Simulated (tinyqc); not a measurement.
The product rho l across metals: free and nearly free electrons in a metal.

Constants: hbar^2/2m0 = 3.80998211 eV angstrom^2; hbar = 6.58211957e-16 eV s.

Free electrons with m = 1; fcc cells hold 4 atoms and bcc cells 2; n = atoms z/a^3, kF = (3 pi^2 n)^(1/3), rho l = hbar kF/(n e^2), e = 1.602176634e-19 C. Inputs are chosen for the exercise.

Results:

| case | lattice | a (angstrom) | z | rho (micro-ohm cm) | kF (1/angstrom) | EF (eV) | l (nm) | rho l (1e-16 ohm m^2) |
|---|---|---|---|---|---|---|---|---|
| near K | bcc | 5.257 | 1 | 6.45 | 0.741 | 2.09 | 34.3 | 22.13 |
| near Al | fcc | 4.046 | 3 | 2.73 | 1.751 | 11.68 | 14.5 | 3.97 |
| near Na | bcc | 4.262 | 1 | 4.71 | 0.915 | 3.19 | 30.9 | 14.54 |
| near Li | bcc | 3.498 | 1 | 8.98 | 1.114 | 4.73 | 10.9 | 9.80 |
| near Cu | fcc | 3.629 | 1 | 1.74 | 1.353 | 6.98 | 38.2 | 6.64 |
| near Ca | fcc | 5.611 | 2 | 3.23 | 1.103 | 4.63 | 31.0 | 10.00 |

What does the comparison show?

rho l falls as n^(-2/3): it is lowest for the case near Al and highest for near K. The lowest bulk rho belongs to near Cu; in very narrow wires, where rho l rules, the order changes. Real Fermi surfaces depart from spheres, most for the polyvalent and noble metals.

Computed by tinyqc, a small Python program: `OMP_NUM_THREADS=1 python tinyqc.py 1651324 1651325 out.jsonl` (the numbers bound the seed that draws the inputs); one thread of a shared host (Intel(R) Xeon(R) Processor @ 2.30GHz), about 0.01 s for the whole set of steps.
